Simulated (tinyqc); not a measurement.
From one set of inputs to another, one input at a time: charge control and current of a heterostructure field-effect transistor. Computed by tinyqc, a small Python program. Command: `OMP_NUM_THREADS=1 python tinyqc.py 3028917 3028918 out.jsonl hemt ladder`. One thread of a shared host (Intel(R) Xeon(R) Processor @ 2.30GHz), about 0.02 s of CPU time with the checks.

Two subbands in a triangular well; E_F is counted from the conduction band edge of the channel at the interface.

The inputs printed are set A. Inputs not listed in the table keep their values of set A, so the rows need not describe a real material.

Inputs (values chosen for the exercise, modelled on AlGaN/GaN):

| quantity | value | unit |
|---|---|---|
| channel mass m | 0.2 | m_0 |
| permittivity eps (barrier and channel) | 9.42 | - |
| barrier thickness d | 16 | nm |
| Schottky barrier phi_B | 1.1 | eV |
| conduction band offset dE_c | 0.55 | eV |
| polarisation charge sigma/e | 2.1e+13 | 1/cm^2 |
| gate voltage V_G | 0 | V |
| mobility mu | 1600 | cm^2/(V s) |
| saturation velocity v_s | 1.1 | 1e7 cm/s |
| gate length L | 410 | nm |
| source resistance R_S | 0 | ohm mm |
| temperature T | 300 | K |
| mixing | 0.5 | - |
| iteration cap | 200 | - |

Charge source: polarisation. Velocity law: smooth.

Constants: e = 1.602176634e-19 C; eps_0 = 8.8541878128e-12 F/m; k_B = 8.617333262e-05 eV/K; hbar = 1.054571817e-34 J s; m_0 = 9.1093837015e-31 kg; k_B = 1.380649e-23 J/K.

Method:
- Threshold V_T = phi_B - dE_c - sigma d/(eps eps_0) (in volts); C_b = eps eps_0/d.
- Charge control: n_s = C_b (V_G - V_T - E_F/e)/e. Well: mean field F = e n_s/(2 eps eps_0), E_i = (hbar^2/2m)^(1/3) [(3 pi e F/2)(i + 3/4)]^(2/3), i = 0, 1; n_s = D k_B T sum_i ln(1 + exp((E_F - E_i)/k_B T)), D = m/(pi hbar^2), which is solved in closed form for E_F.
- Iteration from n_s = C_b (V_G - V_T)/(2e): E_F from n_s, n_out from the charge control, n_new = n_s + mixing (n_out - n_s), kept above n_s/10; stop when |n_out/n_s - 1| < 1e-9.
- C_g = e dn_s/dV_G = 1/(1/C_b + 1/C_q), 1/C_q = d(E_F/e)/d(e n_s) by a central difference of +/- 0.1 % in n_s; added distance dd = eps eps_0/C_q.
- With V = e n_s/C_g and V_c = v_s L/mu: for v = mu F/(1 + mu F/v_s), V_Dsat = V_c (sqrt(1 + 2V/V_c) - 1) and I/W = C_g v_s (V - V_Dsat); g_m = dI/dV; extrinsic g_m/(1 + g_m R_S); f_T = g_m/(2 pi C_g L).

Each row keeps all changes above it:

| input moved | from | to | saturation current I/W (mA/mm) | extrinsic g_m (mS/mm) | gate capacitance C_g (microfarad/cm^2) |
|---|---|---|---|---|---|
| set A | - | - | 2224.5 | 445.01 | 0.47842 |
| conduction band offset dE_c (eV) | 0.55 | 0.52 | 2211.2 | 444.77 | 0.47838 |
| saturation velocity v_s (1e7 cm/s) | 1.1 | 1.5 | 2863.0 | 588.43 | 0.47838 |
| permittivity eps (barrier and channel) | 9.42 | 9.3 | 2876.1 | 582.20 | 0.47261 |
| mobility mu (cm^2/(V s)) | 1600 | 2000 | 2986.9 | 595.21 | 0.47261 |
| channel mass m (m_0) | 0.2 | 0.21 | 2995.5 | 596.69 | 0.47377 |
| Schottky barrier phi_B (eV) | 1.1 | 1.2 | 2936.0 | 595.58 | 0.47364 |
| polarisation charge sigma/e (1/cm^2) | 2.1e+13 | 1.8e+13 | 2386.3 | 583.71 | 0.47228 |

Saturation current I/W goes from 2220 to 2390, a factor 1.07 in all. The largest single move comes from saturation velocity v_s (a factor 1.29), and polarisation charge sigma/e works against it (a factor 0.813). Extrinsic g_m goes from 445 to 584, a factor 1.31 in all. The largest single move comes from saturation velocity v_s (a factor 1.32). Gate capacitance C_g goes from 0.478 to 0.472, a factor 0.9872 in all. The largest single move comes from permittivity eps (barrier and channel) (a factor 0.9879), and channel mass m works against it (a factor 1.0025). The single moves hold for this order of the switches; the total does not depend on the order.

Caution (rows set A, conduction band offset dE_c, saturation velocity v_s, permittivity eps (barrier and channel), mobility mu, channel mass m, Schottky barrier phi_B): E_F lies above the conduction band minimum of the barrier, so electrons would spill into the barrier.

Extremes, crossings and ranges named in words are read from the listed rows.
